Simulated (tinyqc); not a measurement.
Franz-Keldysh effect at a direct gap: sweeps and comparisons. A value that a table varies takes the place of the one given here.

Parabolic bands, vertical transitions, no excitons. For each hole band j: mr = me mj/(me + mj); joint density of states J_j(E) = (mr/c)^(3/2) sqrt(E - Eg)/(2 pi^2), both spins, c = hbar^2/2m0; averaged matrix element |e.p|^2 = m0 Ep/6; alpha_j(E) = 4 pi^2 alpha_f c Ep J_j/(3 nr E) in 1/angstrom (alpha_f the fine-structure constant, listed as alpha among the constants), times 1e8 for 1/cm.

In a field Fd (1 kV/cm = 1e-5 V/angstrom) the electro-optic energy of band j is th = (c (e Fd)^2/mr)^(1/3), and sqrt(E - Eg) in J_j is replaced by pi sqrt(th) [Ai'(b)^2 - b Ai(b)^2] with b = (Eg - E)/th; Ai is the Airy function.

Constants: hbar^2/2m0 = 3.80998211 eV angstrom^2; fine-structure constant alpha = 0.007297352564.

Parameters, chosen for this exercise (near those of GaAs; not measured data): Eg = 1.405 eV (direct gap); me = 0.0651 m0 (electron mass); mhh = 0.497 m0 (heavy-hole mass); mlh = 0.082 m0 (light-hole mass); Ep = 25.8 eV (Kane energy); nr = 3.63 (refractive index); Fd = 59 kV/cm (uniform field); det = 60 meV (detuning below the gap).

## Spectrum around the gap

Absorption (1/cm):
```
E - Eg (eV)  alpha(0)  alpha(F)  change
-0.0711             0     1.944       2
-0.0569             0     8.474       8
-0.0427             0     33.40      33
-0.0285             0     117.2     117
-0.0142             0     362.4     362
0.0000              0     952.3     952
0.0142           3082      2099    -984
0.0285           4323      3806    -518
0.0427           5240      5530     290
0.0569           5990      6502     512
0.0711           6631      6653      22
0.0854           7198      6929    -269
0.1138           8154      8277     124
0.1423           8950      8981      31
```

What can be read from the table?

At the gap alpha(F) = 952 1/cm; 56.9 meV below it 8.47 1/cm remain, the tail falling as exp(-(4/3) b^(3/2)). Among the energies listed the largest rise is 952 1/cm at E - Eg = 0.0 meV and the largest fall -984 1/cm at 14.2 meV. It changes sign between 0.0 and 14.2 meV, between 28.5 and 42.7 meV, between 71.1 and 85.4 meV and between 85.4 and 113.8 meV; th is 28.5 meV for heavy holes and 33.2 meV for light holes.

## Tail absorption against field

At E = Eg - det; the field takes the values listed. The last column is the length for 10 dB of loss.

Results:
```
Fd (kV/cm)  th heavy (meV)  b heavy  alpha (1/cm)  length (micrometre)
10                    8.71    6.885      9.28e-08             2.48e+11
20                   13.83    4.337       0.00285             8.09e+06
40                   21.96    2.732         0.821             2.81e+04
60                   28.78    2.085          6.67             3.45e+03
100                  40.45    1.483          42.2                  545
150                  53.01    1.132           119                  193
250                  74.51    0.805           308                 74.7
400                 101.93    0.589           585                 39.3
```

What can be read from the table?

alpha grows by 7.9 decades from 10 to 60 kV/cm and by a factor 1.90 over the last step, where the field grows by 1.6: the exponent (4/3) b^(3/2) goes as 1/Fd, so the gain is steep only while b > 1 (deep in the tail the light-hole pair, with its smaller b, carries most of it), that is up to 150 kV/cm of those listed. Values below about 10 1/cm lie under the Urbach and exciton tails of a real crystal, left out here.

## What moves the tail

At E = Eg - det. Each row changes one parameter from the base and keeps the others.

Results:
```
case             th heavy (meV)  alpha (1/cm)
base                     28.456         6.195
Fd = 76.7 kV/cm          33.895         17.73
det = 70 meV             28.456         2.187
me = 0.0749 m0           27.313         5.734
mlh = 0.1066 m0          28.456         5.974
Ep = 28.4 eV             28.456         6.819
nr = 3.81                28.456         5.902
```

How do the results move?

The largest shifts from the base row, up to three for each result and ties (the steps differ in size, so this ranks the rows, not the parameters). th heavy (meV): Fd +5.439, me -1.143; unchanged at the printed digits by det, mlh, Ep and nr. alpha (1/cm): Fd +11.5, det -4.01, Ep +0.624.

(tinyqc, `OMP_NUM_THREADS=1 python tinyqc.py 1680640 1680641 out.jsonl`, Intel(R) Xeon(R) Processor @ 2.30GHz, 1 thread, shared host, about 0.01 s.)
